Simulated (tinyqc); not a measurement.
The best anneal temperature for the time t: solubility, supersaturation, precipitation and gettering of an impurity in a silicon-like host. Computed by tinyqc, a small Python program. Command: `OMP_NUM_THREADS=1 python tinyqc.py 3026541 3026542 out.jsonl ripen walk`. One thread of a shared host (Intel(R) Xeon(R) Processor @ 2.30GHz), about 0.01 s of CPU time with the checks.

The wafer was saturated at T1 and is then held at T.

Inputs (values chosen for the exercise, modelled on chromium in silicon):
```
quantity                                   value    unit
site density N0                            5e+22  1/cm^3
enthalpy of solution H                      2.82      eV
entropy of solution S                        5.1     k_B
diffusion prefactor D0                   0.00061  cm^2/s
migration energy Q                         0.825      eV
temperature of saturation T1                1425       K
anneal temperature T                        1105       K
sink density n                           1.3e+08  1/cm^3
initial sink radius r0                        38      nm
impurity density in the precipitate C_p  2.7e+22  1/cm^3
interface energy gamma                      0.72   J/m^2
anneal time t                               1700       s
```

Constants: k_B = 8.617333262e-05 eV/K; k_B = 1.380649e-23 J/K.

Method:
- C_eq(T) = N0 exp(S/k_B - H/(k_B T)); D(T) = D0 exp(-Q/(k_B T)); C0 = C_eq(T1). Supersaturation s = C0/C_eq(T); critical radius r* = 2 gamma/(C_p k_B T ln s); barrier W* = (4 pi/3) gamma r*^2. Strain energy is left out.
- r_f = [r0^3 + 3 (C0 - C_eq)/(4 pi n C_p)]^(1/3), tau_f = 1/(4 pi n r_f D).
- Growing sinks: with y = r/r_f and y0 = r0/r_f, dy/dt = (1 - y^3)/(3 tau_f y), which integrates to t/tau_f = F(y) - F(y0), F(y) = (1/2) ln[(1 + y + y^2)/(1 - y)^2] - sqrt(3) arctan[(2y + 1)/sqrt(3)]; the share of the excess left is (1 - y^3)/(1 - y0^3), and C(t) = C_eq + (C0 - C_eq) x share.

C0 = 8.71798e+14 1/cm^3

Dissolved share after t:
```
T (K)     C_eq/C0   tau_f (s)  C(t)/C0
641    6.3325e-13  6.3405e+05  0.99790
741    6.2192e-10  8.4481e+04  0.98432
855    2.2440e-07  1.5087e+04  0.91429
969    2.0259e-05  4.0411e+03  0.70718
1083   7.0874e-04  1.4285e+03  0.35388
1197   1.2598e-02  6.1681e+02  0.08924
1297   1.0369e-01  3.3838e+02  0.11089
1368   3.8410e-01  2.4390e+02  0.38477
```

What follows from these numbers?

The lowest dissolved share among these rows is 0.089 at 1197 K. Above it solubility sets the floor; below it diffusion is too slow for this time. Solubility falls with H = 2.82 eV and diffusion with Q = 0.825 eV.

Extremes, crossings and ranges named in words are read from the listed rows.
